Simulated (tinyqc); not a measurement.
Electron continuity equation in a given potential, Scharfetter-Gummel discretisation: one step of the calculation.

Steady state in one dimension: J = q mu n E + q D dn/dx with E = -dpsi/dx and D = mu Vt, dJ/dx = 0, fixed densities nL and nR at the ends. The potential is given, psi = U x/L, and is not changed by the electrons.

Task. Densities and current. B(d_i) and B(-d_i) are the Bernoulli factors of the potential steps, b and f the diagonal and right side. Solve B(-d_(i-1)) n_(i-1) + b_i n_i + B(d_i) n_(i+1) = f_i (end values already in f), then J_i = (q D/h) [n_(i+1) B(d_i) - n_i B(-d_i)], h = L/12, D = mu Vt.

Values chosen for this exercise; mobility close to that of silicon at room temperature: temperature T = 400 K; electron mobility mu = 1340 cm^2/(V s); length of the region L = 7.6 um; density at x = 0 nL = 2.1e13 cm^-3; density at x = L nR = 1.9e12 cm^-3.

Constants: q = 1.602176634e-19 C, kB = 1.380649e-23 J/K, Vt = kB T/q. Results are converted to the units shown.

```
interval     B(d_i)     B(-d_i)
0         2.8595129  0.20014414
1         2.8595129  0.20014414
2         2.8595129  0.20014414
3         2.8595129  0.20014414
4         2.8595129  0.20014414
5         2.8595129  0.20014414
6         2.8595129  0.20014414
7         2.8595129  0.20014414
8         2.8595129  0.20014414
9         2.8595129  0.20014414
10        2.8595129  0.20014414
11        2.8595129  0.20014414
```

```
node  diagonal b  right side f (cm^-3)
1     -3.0596570         -4.2030270e12
2     -3.0596570                     0
3     -3.0596570                     0
4     -3.0596570                     0
5     -3.0596570                     0
6     -3.0596570                     0
7     -3.0596570                     0
8     -3.0596570                     0
9     -3.0596570                     0
10    -3.0596570                     0
11    -3.0596570         -5.4330745e12
```

Give: n; J.

Result.

n, node 0 to 12 (cm^-3): 2.100e13  3.237e12  1.994e12  1.907e12  1.900e12  1.900e12  1.900e12  1.900e12  1.900e12  1.900e12  1.900e12  1.900e12  1.900e12
J, interval 0 to 11 (A/cm^2): 0.5904  0.5904  0.5904  0.5904  0.5904  0.5904  0.5904  0.5904  0.5904  0.5904  0.5904  0.5904

Numbers from tinyqc (`OMP_NUM_THREADS=1 python tinyqc.py 2220018 2220019 out.jsonl`; about 0.01 s on one thread of a shared Intel Xeon 2.30GHz).
